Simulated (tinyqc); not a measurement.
Deep-level transient spectroscopy (DLTS) of one majority-carrier trap. Changing the reverse bias V_r. Computed by tinyqc, a small Python program. Command: `OMP_NUM_THREADS=1 python tinyqc.py 3023055 3023056 out.jsonl dlts sweep`. One thread of a shared host (Intel(R) Xeon(R) Processor @ 2.30GHz), about 0.09 s of CPU time with the checks.

A filling pulse loads the traps in a one-sided junction; under reverse bias they empty at the rate e, and the capacitance relaxes as C(t) = C_0 - dC exp(-e t). The signal is S = [C(t_2) - C(t_1)]/dC.

Inputs (values chosen for the exercise, for a model semiconductor): density-of-states mass m = 0.136 m_0; valleys M = 1; trap depth E_t = 0.664 eV; cross-section sigma_0 = 6.2e-14 cm^2; degeneracy ratio g = 2; gate time t_1 = 0.0002 s; ratio t_2/t_1 = 10; temperature T = 412 K; doping N = 4.5e+15 cm^-3; trap density N_t = 8.3e+13 cm^-3; dielectric constant eps = 6.87; built-in voltage V_b = 1.6 V; diode area = 0.0014 cm^2.

Carriers: electrons. Extra term: none.

Constants: k_B = 8.617333262e-05 eV/K; k_B = 1.380649e-23 J/K; m_0 = 9.1093837015e-31 kg; h = 6.62607015e-34 J s; eps_0 = 8.8541878128e-12 F/m; e = 1.602176634e-19 C.

Method:
- e = g sigma v N_b exp(-E/k_B T), v = sqrt(3 k_B T/m), N_b = 2 M (2 pi m k_B T/h^2)^(3/2), sigma = sigma_0, E = E_t.
- S(e) = exp(-e t_1) - exp(-e t_2) peaks at the rate window e_0 = ln(t_2/t_1)/(t_2 - t_1).
- T_p solves e(T) = e_0 (bisection between 15 and 1500 K); the half-height points solve S = S_max/2 on either side.
- W = sqrt(2 eps eps_0 (V_b + V_r)/(e N)), C_0 = eps eps_0 area/W. The pulse goes to zero bias, W_0 = W(V_r = 0). Traps within lambda = sqrt(2 eps eps_0 (E_t - E_F)/(e^2 N)) of the depletion edge stay filled, with E_F = k_B T_p ln(N_b/N) from the band, N_b = 2 M (2 pi m k_B T_p/h^2)^(3/2) (dopants taken as fully ionised). dC = C_0 (N_t/2N) f, f = [(W - lambda)^2 - max(W_0 - lambda, 0)^2]/W^2. The simple estimate is 2 N dC/C_0.

One run for each value:
```
reverse bias V_r (V)  C_0 (pF)        f  transient amplitude dC (fF)  depletion width W (micrometre)
0.5                     14.306  0.11522                       15.201                          0.5953
0.9                     13.112  0.18283                       22.107                          0.6495
1.6                     11.589  0.27067                       28.928                          0.7348
2.9                      9.773  0.37788                       34.057                          0.8714
5.2                      7.950  0.48812                       35.788                          1.0712
9.3                      6.279  0.59151                       34.254                          1.3562
17.0                     4.807  0.68446                       30.343                          1.7716
30.0                     3.688  0.75627                       25.721                          2.3091
```

What does the table show, and why?

Over the rows, C_0 (pF) falls from 14.3 to 3.69 (exponent d ln y / d ln x -0.15 between the first rows and -0.47 between the last); f rises from 0.115 to 0.756 (exponent d ln y / d ln x 0.79 between the first rows and 0.18 between the last); transient amplitude dC (fF) goes from 15.2 through a maximum among these rows, 35.8 at 5.20, to 25.7. At the high end the exponent of C_0 is -0.47, close to -0.50: C goes as (V_b + V_r)^(-1/2).

Extremes, crossings and ranges named in words are read from the listed rows.
